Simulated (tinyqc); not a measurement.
FinFET, parasitic resistance, capacitance and delay: two steps of the calculation.

Nf fins under one contact; each has gated perimeter p = 2 Hf + Wf and cross-section A = Hf Wf; contact width Wc = Nf pf, stack height Hs = Hf. Contact length Lc = CPP - Lg - 2 Lsp, shared by two neighbouring gates. Source and drain sides are equal. The formulas are first-order estimates, not field solutions.

Parameters, values chosen for the exercise; values close to those of silicon logic devices:
- T = 300 K (temperature)
- Nf = 1 (number of fins)
- Hf = 42 nm (fin height)
- Wf = 7 nm (fin width)
- pf = 34 nm (fin pitch)
- Lg = 12 nm (gate length)
- Lsp = 5 nm (spacer length)
- ks = 4 (relative permittivity of the spacer)
- Hc = 25 nm (gate height above the channel stack)
- Lov = 1.5 nm (gate overlap)
- Cinv = 2.5 uF/cm^2 (inversion capacitance)
- vx = 8.3e6 cm/s (injection velocity)
- mu = 160 cm^2/(V s) (apparent mobility)
- VT = 0.3 V (threshold at zero drain voltage)
- dl = 0.043 V/V (barrier lowering)
- n = 1.15 (subthreshold factor)
- Cw = 0.25 fF (wire load)
- Vdd = 0.7 V (supply voltage)

Constants: q = 1.602176634e-19 C, kB = 1.380649e-23 J/K, eps0 = 8.8541878128e-12 F/m, Vt = kB T/q. Results are converted to the units shown.

Task 1. Capacitances. With N fins: gate Cg = Cinv p N Lg; per side, plate Cp = ks eps0 [Wc (Hs + Hc) - N A]/Lsp, top fringe Cf = (2/pi) ks eps0 Wc ln(1 + Lg/(2 Lsp)), overlap Co = Cinv p N Lov. Cs = Cp + Cf + Co. An inverter of two such devices driving an equal one has the load CL = 2 (Cg + 2 Cs) + 4 Cs + Cw (its own drains counted twice for the Miller effect).

Find: Cg; Cp; Cf; Co; CL.

Result 1.

Cg = 27.300 aF
Cp = 14.053 aF
Cf = 0.60443 aF
Co = 3.4125 aF
CL = 449.16 aF

The channel capacitance gives 12.2 % of CL, the parasitic parts 32.2 % and the wire 55.7 %.

Task 2. Fin currents at Vgs = Vdd, Vds = Vdd/2. One fin: I = p Q vx u/(1 + |u|^1.8)^(1/1.8), Q = Cinv n Vt ln(1 + exp((Vg' - VT + dl Vd')/(n Vt))), u = Vd' mu/(vx Lg), Vg' = Vgs - v, Vd' = Vds - 2 v, with the drop on each side v = Rc (sum of I) + Rx I. I(new) = I(out).

I at the start (uA): fin 1 0
Rc = 346.24703 ohm
Rx = 86.734694 ohm

Find: drop v; I(out); I after iteration 1.

Result 2.

drop v (mV): fin 1 0
I(out) (uA): fin 1 76.49
I after iteration 1 (uA): fin 1 76.49

Program tinyqc, `OMP_NUM_THREADS=1 python tinyqc.py 2170144 2170145 out.jsonl`; Intel Xeon 2.30GHz, shared host, one thread, about 0.04 s.
